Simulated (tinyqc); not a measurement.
Longitudinal sound in a periodic multilayer: transfer matrices, stop bands and folded phonons: one step, computed by the program tinyqc.

Layers 1 and 2 repeat with period d = d_1 + d_2; waves travel normal to the layers, without loss. State vector (u, s): displacement u and stress divided by omega. Impedances Z = rho v are in 1e6 kg/(m^2 s).

Task: Transfer matrix of one period. A layer maps (u, s) by [[cos p, sin p/Z], [-Z sin p, cos p]], p = 2 pi f d_i/v_i; one period is M = M_2 M_1, and cos(q d) = trace(M)/2.

Inputs (values chosen for the exercise, modelled on silica (layer 1), tungsten (layer 2) and silicon (substrate)):
```
quantity       value  unit
velocity v_1    5970   m/s
thickness d_1    799    nm
velocity v_2    5270   m/s
thickness d_2    699    nm
frequency f     1.17   GHz
```

Z_2 = 99.603

Z_1 = 13.134

Give: phase p_1; phase p_2; M; trace(M)/2.

Result:

phase p_1 = 0.9839 rad

phase p_2 = 0.9751 rad

M:
```
        1        2
1  0.2199  0.04018
2  -51.79   -4.916
```

trace(M)/2 = -2.348

|trace/2| > 1: f lies in a stop band, and the amplitude falls by a factor 4.473 a period.
